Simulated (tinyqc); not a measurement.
Dispersion against the sound-wave line: Born-von Karman spring model of a cubic crystal with one atom per cell. Computed by tinyqc, a small Python program. Command: `OMP_NUM_THREADS=1 python tinyqc.py 3028063 3028064 out.jsonl springs walk`. One thread of a shared host (Intel(R) Xeon(R) Processor @ 2.30GHz), about 0.1 s of CPU time with the checks.

First neighbours lie at a/2 (1,1,1) (8 of them), second at a (1,0,0) (6), with all permutations and signs; the volume per atom is Omega = a^3/2. Two shells of springs match a real metal only roughly, above all at the zone boundary.

Inputs (values chosen for the exercise, modelled on molybdenum):

| quantity | value | unit |
|---|---|---|
| atomic mass M | 95.95 | u |
| radial spring k1L | 3.85 | eV/angstrom^2 |
| transverse spring k1T | -0.029 | eV/angstrom^2 |
| radial spring k2L | 3.9 | eV/angstrom^2 |
| transverse spring k2T | -0.16 | eV/angstrom^2 |

Lattice: bcc.

Constants: nu for 1 eV/(angstrom^2 u) = 15.6333042 THz.

Method:
- A neighbour at R with unit vector n couples by the matrix K(R) = kL n n^T + kT (1 - n n^T), and D(q) = (1/M) sum_R K(R) [1 - cos(q.R)].
- An eigenvalue lambda of D in eV/(angstrom^2 u) gives nu = 15.6333042 THz x sqrt(lambda).
- The last column divides the top branch by the straight line with its slope at G. End points in 2 pi/a: H = (1, 0, 0), N = (0.5, 0.5, 0).

Frequencies (THz) along two lines:

| line | fraction of the way | nu 1 | nu 2 | nu 3 | nu 3 / linear |
|---|---|---|---|---|---|
| G-H | 0.10 | 1.0512 | 1.0512 | 2.2483 | 0.98665 |
| G-H | 0.25 | 2.5940 | 2.5940 | 5.2356 | 0.91903 |
| G-H | 0.40 | 4.0402 | 4.0402 | 7.3307 | 0.80424 |
| G-H | 0.55 | 5.3100 | 5.3100 | 8.2795 | 0.66060 |
| G-H | 0.70 | 6.3111 | 6.3111 | 8.1795 | 0.51277 |
| G-H | 0.85 | 6.9549 | 6.9549 | 7.5430 | 0.38942 |
| G-H | 1.00 | 7.1773 | 7.1773 | 7.1773 | 0.31496 |
| G-N | 0.10 | 0.7420 | 0.9581 | 1.4858 | 0.99589 |
| G-N | 0.25 | 1.8151 | 2.3439 | 3.6347 | 0.97450 |
| G-N | 0.40 | 2.7879 | 3.6001 | 5.5827 | 0.93549 |
| G-N | 0.55 | 3.6066 | 4.6574 | 7.2223 | 0.88016 |
| G-N | 0.70 | 4.2261 | 5.4573 | 8.4627 | 0.81033 |
| G-N | 0.85 | 4.6120 | 5.9557 | 9.2355 | 0.72827 |
| G-N | 1.00 | 4.7431 | 6.1249 | 9.4979 | 0.63662 |

What does the comparison show, and why?

Along G-H the top branch ends at 31 % of its linear extrapolation. Along G-N the top branch ends at 64 % of its linear extrapolation, which is the 2/pi of a pure sine: planes normal to this line couple to their next planes alone. A Debye model keeps the straight line throughout.
